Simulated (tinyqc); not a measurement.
Strain dependence: valley-orbit splitting of a donor ground state, with strain. Computed by tinyqc, a small Python program. Command: `OMP_NUM_THREADS=1 python tinyqc.py 3015424 3015425 out.jsonl valleyorbit walk`. One thread of a shared host (Intel(R) Xeon(R) Processor @ 2.30GHz), about 0.01 s of CPU time with the checks.

The basis is the 1s envelope in each valley; energies are counted from the unstrained conduction-band edge. The strain is e_s (a a^T - 1/3) for the unit stress axis a, so valley j along n_j moves by Xi_u e_s w_j with w_j = (n_j.a)^2 - 1/3: -1/3 for x and y, +2/3 for z.

Inputs (values chosen for the exercise, modelled on donors in silicon):
```
quantity                             value  unit
single-valley binding energy E_0      31.3   meV
central-cell shift Lambda             7.37   meV
coupling Delta_1                      1.91   meV
coupling Delta_2                      1.28   meV
shear deformation potential Xi_u      9.04    eV
shear strain e_s                  -4.1e-05     -
```

Valleys: six along <100>. Stress axis: [001].

Method:
- By symmetry: E(A1) = E_0 + Lambda + 4 Delta_1 + Delta_2 (one state), E(T2) = E_0 + Lambda - Delta_2 (three), E(E) = E_0 + Lambda - 2 Delta_1 + Delta_2 (two), as binding energies.
- H_jj = -(E_0 + Lambda) + Xi_u e_s w_j; H_jk = -Delta_2 between opposite valleys and -Delta_1 between perpendicular ones.
- The contact hyperfine ratio is A/A_0 = (sum_j c_j)^2/(number of valleys), c_j the valley amplitudes of the ground state; binding from the lowest valley edge.

E(A1) = 47.59 meV

Against strain:
```
e_s        Xi_u e_s (w_max - w_min) (meV)  binding (meV)  gap to next level (meV)    A/A_0
-3.30e-04                        -2.98320         45.787                    8.397  0.98287
-1.20e-04                        -1.08480         46.890                    9.500  0.99789
-4.10e-05                        -0.37064         47.346                    9.956  0.99976
-1.20e-05                        -0.10848         47.518                   10.128  0.99998
1.20e-05                          0.10848         47.554                   10.164  0.99998
4.10e-05                          0.37064         47.469                   10.079  0.99977
1.20e-04                          1.08480         47.250                    9.860  0.99814
3.30e-04                          2.98320         46.752                    9.362  0.98772
```

What follows from these numbers?

A/A_0 falls for either sign of strain, to 0.983 and 0.988 at the ends; its limits are the shares of the valleys that end up lowest, 2/6 under compression and 4/6 under tension. Near zero strain A/A_0 changes in second order, the binding in first. The binding energy drops from 47.59 meV to 45.79 and 46.75 meV, since fewer valleys share the valley-orbit gain.

Extremes, crossings and ranges named in words are read from the listed rows.
